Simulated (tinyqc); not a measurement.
# Field from the level spacing

Problem. In a triangular well E_k = a_k (C F^2/mz1)^(1/3), a_1 = 2.338107, a_2 = 4.087949, C = hbar^2/(2 m0), F in eV/nm (1 MV/cm = 0.1 eV/nm). Find F, E_1, the mean distance 2 E_1/(3 F) of the lowest level and the sheet charge eps0 eps_r F/q behind such a field.

Parameters, values chosen for the exercise:
```
symbol  value  unit                                     meaning
eps_r    15.9                             relative permittivity
mz1      1.62    m0  mass along z of valley set A (1 valley(s))
```

Constants: q = 1.602176634e-19 C, hbar = 1.054571817e-34 J s, m0 = 9.1093837015e-31 kg, eps0 = 8.8541878128e-14 F/cm where lengths are in cm, hbar^2/(2 m0) = 0.0380998212 eV nm^2. Results are converted to the units shown.

spacing of the two lowest levels = 53.643056 meV

Answer. The spacing over a_2 - a_1 is the energy scale (C F^2/mz1)^(1/3), which gives F.

F = 0.3500 MV/cm
E_1 = 71.68 meV
mean distance = 1.365 nm
sheet charge over q = 3.075e12 cm^-2

Computed by the program tinyqc: `OMP_NUM_THREADS=1 python tinyqc.py 2160121 2160122 out.jsonl`, one thread of a shared Intel Xeon 2.30GHz, about 1 s for the whole run.
